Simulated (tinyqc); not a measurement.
# From one set of inputs to another, one input at a time

Model: strain-driven roughening and islands of a mismatched epitaxial film. Computed by tinyqc, a small Python program. Command: `OMP_NUM_THREADS=1 python tinyqc.py 3006411 3006412 out.jsonl island ladder`. One thread of a shared host (Intel(R) Xeon(R) Processor @ 2.30GHz), about 0.01 s of CPU time with the checks.

Film and substrate share isotropic elastic constants; the film is coherent and biaxially strained.

The inputs printed are set A. Set A is modelled on GaN on AlN; the values taken over come from a set modelled on InAs on GaAs. Inputs not listed in the table keep their values of set A, so the rows need not describe a real material.

Inputs (values chosen for the exercise, modelled on GaN on AlN): misfit |f| = 0.0241; shear modulus G = 126 GPa; Poisson ratio nu = 0.19; surface energy gamma = 1.83 J/m^2; contact angle of the shallow shape theta_1 = 12.7 degrees; contact angle of the steep shape theta_2 = 22.1 degrees; facet energy of shape 1 over gamma = 1.003; facet energy of shape 2 over gamma = 1.029; surface mobility D_s nu_s Omega^2/(k_B T) = 2.7e-35 m^6/(J s).

Transport: surface diffusion.

Constants: e = 1.602176634e-19 C.

Method:
- M = 2 G (1 + nu)/(1 - nu); stress = M f; energy density w = M f^2.
- A ripple A cos(k x) has the surface chemical potential per volume [gamma k^2 - 2 (1 + nu) w k] A cos(k x), so k_c = 2 (1 + nu) w/gamma. With surface diffusion the amplitude grows at the rate q = B k^2 [2 (1 + nu) w k - gamma k^2], fastest at k_m = (3/4) k_c. B is the surface mobility.
- Shallow faceted island (Tersoff form): E = 4 Gam V^(2/3) tan^(1/3)(theta) - 6 c V tan(theta), Gam = gamma [x/sin(theta) - 1/tan(theta)], x the facet energy over gamma, c = stress^2 (1 - nu)/(2 pi G).
- The barrier is the maximum of E, at V_c = [4 Gam/(9 c)]^3 / tan^2(theta) (1 GPa nm = 1 J/m^2).

Each row keeps all changes above it:
```
input moved                                               from       to  fastest wavelength (nm)  growth time 1/q at k_m (s)  barrier, shape 1 (eV)
set A                                                        -        -                    29.96                  3.1374e+01             1.3139e+01
contact angle of the steep shape theta_2 (degrees)        22.1       23                    29.96                  3.1374e+01             1.3139e+01
shear modulus G (GPa)                                      126     31.5                   119.83                  8.0318e+03             2.1022e+02
surface energy gamma (J/m^2)                              1.83    0.678                    44.40                  4.0846e+02             1.0691e+01
surface mobility D_s nu_s Omega^2/(k_B T) (m^6/(J s))  2.7e-35  5.5e-32                    44.40                  2.0052e-01             1.0691e+01
contact angle of the shallow shape theta_1 (degrees)      12.7       14                    44.40                  2.0052e-01             1.2243e+01
misfit |f|                                              0.0241   0.0712                     5.09                  3.4550e-05             1.6071e-01
Poisson ratio nu                                          0.19     0.32                     3.47                  7.4873e-06             7.4815e-02
```

Fastest wavelength goes from 30.0 to 3.47, a factor 0.116 in all. The largest single move comes from misfit |f| (a factor 0.115), and shear modulus G works against it (a factor 4.00). Growth time 1/q at k_m goes from 31.4 to 7.49e-6, a factor 2.39e-7 in all. The largest single move comes from misfit |f| (a factor 1.72e-4), and shear modulus G works against it (a factor 256). barrier, shape 1 goes from 13.1 to 0.0748, a factor 0.00569 in all. The largest single move comes from misfit |f| (a factor 0.0131), and shear modulus G works against it (a factor 16.0). The single moves hold for this order of the switches; the total does not depend on the order.

Caution (rows misfit |f|, Poisson ratio nu): a wavelength of a few nanometres is at the limit of continuum theory, where steps and facets rule. Caution (rows misfit |f|, Poisson ratio nu): a critical volume below 1 nm^3 holds fewer than a hundred atoms, so a continuum barrier there has no physical meaning.

Extremes, crossings and ranges named in words are read from the listed rows.
